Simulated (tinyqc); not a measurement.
Charge neutrality level from zone-averaged pseudopotential bands: one step. The neutrality level. Five cases, with inputs chosen for the exercise.

Task: Energies are counted from the valence top at Gamma. E_N = (1/2) weighted mean of [E5 + (E3 + E4)/2]. Compare with half the smallest indirect gap, min(Delta/X, L)/2, and give the barrier for electrons in the limit of full pinning, min(gaps) - E_N.

Give: mean of E5; mean of (E3 + E4)/2; E_N; half the indirect gap; pinned barrier for electrons.

Case 1.

Levels (eV):

| kx | ky | kz | weight | E3 | E4 | E5 | E6 |
|---|---|---|---|---|---|---|---|
| 0.166667 | 0.166667 | 0.166667 | 2 | -0.209728 | -0.209728 | 1.891502 | 4.813543 |
| 0.500000 | 0.166667 | 0.166667 | 6 | -1.187219 | -0.982799 | 2.950147 | 4.247898 |
| 0.500000 | 0.500000 | 0.166667 | 6 | -1.907555 | -0.739504 | 2.874082 | 4.902030 |
| 0.500000 | 0.500000 | 0.500000 | 1 | -0.706842 | -0.706842 | 1.520117 | 4.992585 |
| 0.833333 | 0.166667 | 0.166667 | 6 | -2.196242 | -1.548200 | 2.510333 | 3.833562 |
| 0.833333 | 0.500000 | 0.166667 | 6 | -2.515616 | -1.586757 | 4.039503 | 4.490189 |

gaps to Gamma, Delta/X, L (eV): 0.439185  2.083716  1.520117

Result:

mean of E5 = 2.9462 eV
mean of (E3 + E4)/2 = -1.4488 eV
E_N = 0.7487 eV
half the indirect gap = 0.7601 eV
pinned barrier for electrons = -0.3095 eV

E_N lies above the conduction edge by 0.310 eV, since the narrow lowest valley has little weight in the zone mean; surfaces then accumulate electrons. The two estimates differ by 0.01 eV; both rules are good to a few tenths of an eV only, so a position within that distance of a band edge or of mid-gap is not settled. Local form factors place the indirect gaps only to a few tenths of an eV, and E_N moves with them. Spin-orbit coupling, left out, would lift the valence top by a third of its splitting.

Case 2.

Levels (eV):

| kx | ky | kz | weight | E3 | E4 | E5 | E6 |
|---|---|---|---|---|---|---|---|
| 0.166667 | 0.166667 | 0.166667 | 2 | -0.288895 | -0.288895 | 3.443441 | 5.687625 |
| 0.500000 | 0.166667 | 0.166667 | 6 | -1.559647 | -1.348950 | 3.683626 | 5.592457 |
| 0.500000 | 0.500000 | 0.166667 | 6 | -2.533946 | -0.983680 | 3.914068 | 5.591839 |
| 0.500000 | 0.500000 | 0.500000 | 1 | -0.928898 | -0.928898 | 2.565217 | 5.412954 |
| 0.833333 | 0.166667 | 0.166667 | 6 | -3.046734 | -2.099971 | 2.684124 | 4.258583 |
| 0.833333 | 0.500000 | 0.166667 | 6 | -3.479312 | -2.198185 | 4.878015 | 5.111588 |

gaps to Gamma, Delta/X, L (eV): 2.679684  2.168387  2.565217

Result:

mean of E5 = 3.7189 eV
mean of (E3 + E4)/2 = -1.9725 eV
E_N = 0.8732 eV
half the indirect gap = 1.0842 eV
pinned barrier for electrons = 1.2952 eV

E_N lies at 40 % of the gap from the valence top, so pinned contacts have the lower barrier for holes. The two estimates differ by 0.21 eV; both rules are good to a few tenths of an eV only, so a position within that distance of a band edge or of mid-gap is not settled. Local form factors place the indirect gaps only to a few tenths of an eV, and E_N moves with them. Spin-orbit coupling, left out, would lift the valence top by a third of its splitting.

Case 3.

Levels (eV):

| kx | ky | kz | weight | E3 | E4 | E5 | E6 |
|---|---|---|---|---|---|---|---|
| 0.166667 | 0.166667 | 0.166667 | 2 | -0.215712 | -0.215712 | 1.995534 | 4.598394 |
| 0.500000 | 0.166667 | 0.166667 | 6 | -1.176902 | -0.980799 | 2.879492 | 4.063649 |
| 0.500000 | 0.500000 | 0.166667 | 6 | -1.875488 | -0.742496 | 2.827542 | 4.688614 |
| 0.500000 | 0.500000 | 0.500000 | 1 | -0.708102 | -0.708102 | 1.540007 | 4.746699 |
| 0.833333 | 0.166667 | 0.166667 | 6 | -2.162717 | -1.535963 | 2.384960 | 3.628230 |
| 0.833333 | 0.500000 | 0.166667 | 6 | -2.459041 | -1.575185 | 3.876644 | 4.332329 |

gaps to Gamma, Delta/X, L (eV): 0.738705  1.992401  1.540007

Result:

mean of E5 = 2.8646 eV
mean of (E3 + E4)/2 = -1.4320 eV
E_N = 0.7163 eV
half the indirect gap = 0.7700 eV
pinned barrier for electrons = 0.0225 eV

E_N lies at 97 % of the gap from the valence top, so pinned contacts have the lower barrier for electrons. The two estimates differ by 0.05 eV; both rules are good to a few tenths of an eV only, so a position within that distance of a band edge or of mid-gap is not settled. Local form factors place the indirect gaps only to a few tenths of an eV, and E_N moves with them. Spin-orbit coupling, left out, would lift the valence top by a third of its splitting.

Case 4.

Levels (eV):

| kx | ky | kz | weight | E3 | E4 | E5 | E6 |
|---|---|---|---|---|---|---|---|
| 0.125000 | 0.125000 | 0.125000 | 2 | -0.129336 | -0.129336 | 1.859514 | 4.360539 |
| 0.375000 | 0.125000 | 0.125000 | 6 | -0.694655 | -0.688570 | 2.876712 | 3.761839 |
| 0.375000 | 0.375000 | 0.125000 | 6 | -1.328418 | -0.431839 | 2.713080 | 4.720665 |
| 0.375000 | 0.375000 | 0.375000 | 2 | -0.625772 | -0.625772 | 1.709097 | 4.866382 |
| 0.625000 | 0.125000 | 0.125000 | 6 | -1.543924 | -1.281041 | 2.674335 | 3.689576 |
| 0.625000 | 0.375000 | 0.125000 | 12 | -2.005966 | -1.081860 | 3.407180 | 4.350025 |
| 0.625000 | 0.375000 | 0.375000 | 6 | -1.417322 | -0.900324 | 2.446905 | 4.530732 |
| 0.625000 | 0.625000 | 0.125000 | 6 | -2.438726 | -1.093144 | 2.900573 | 5.382870 |
| 0.875000 | 0.125000 | 0.125000 | 6 | -2.034846 | -1.618291 | 2.288043 | 3.116511 |
| 0.875000 | 0.375000 | 0.125000 | 12 | -2.437581 | -1.701426 | 3.341576 | 4.899650 |

gaps to Gamma, Delta/X, L (eV): 0.782708  2.019941  1.590364

Result:

mean of E5 = 2.8675 eV
mean of (E3 + E4)/2 = -1.4263 eV
E_N = 0.7206 eV
half the indirect gap = 0.7952 eV
pinned barrier for electrons = 0.0621 eV

E_N lies at 92 % of the gap from the valence top, so pinned contacts have the lower barrier for electrons. The two estimates differ by 0.07 eV; both rules are good to a few tenths of an eV only, so a position within that distance of a band edge or of mid-gap is not settled. Local form factors place the indirect gaps only to a few tenths of an eV, and E_N moves with them. Spin-orbit coupling, left out, would lift the valence top by a third of its splitting.

Case 5.

Levels (eV):

| kx | ky | kz | weight | E3 | E4 | E5 | E6 |
|---|---|---|---|---|---|---|---|
| 0.166667 | 0.166667 | 0.166667 | 2 | -0.240501 | -0.240501 | 2.605964 | 5.019290 |
| 0.500000 | 0.166667 | 0.166667 | 6 | -1.279793 | -1.087187 | 3.288674 | 4.657753 |
| 0.500000 | 0.500000 | 0.166667 | 6 | -2.045562 | -0.823128 | 3.317487 | 5.116629 |
| 0.500000 | 0.500000 | 0.500000 | 1 | -0.785695 | -0.785695 | 1.989838 | 5.101553 |
| 0.833333 | 0.166667 | 0.166667 | 6 | -2.383991 | -1.697207 | 2.679320 | 4.003484 |
| 0.833333 | 0.500000 | 0.166667 | 6 | -2.703023 | -1.739285 | 4.388053 | 4.725533 |

gaps to Gamma, Delta/X, L (eV): 1.543314  2.278584  1.989838

Result:

mean of E5 = 3.3053 eV
mean of (E3 + E4)/2 = -1.5757 eV
E_N = 0.8648 eV
half the indirect gap = 0.9949 eV
pinned barrier for electrons = 0.6785 eV

E_N lies at 56 % of the gap from the valence top. The two estimates differ by 0.13 eV; both rules are good to a few tenths of an eV only, so a position within that distance of a band edge or of mid-gap is not settled. Local form factors place the indirect gaps only to a few tenths of an eV, and E_N moves with them. Spin-orbit coupling, left out, would lift the valence top by a third of its splitting.

Computed by tinyqc, one run a case: `OMP_NUM_THREADS=1 python tinyqc.py N N+1 out.jsonl` with N = 1850542, 1850549, 1850561, 1850589, 1850606; one thread of a shared Intel(R) Xeon(R) Processor @ 2.30GHz, about 0.1 s a run at most.
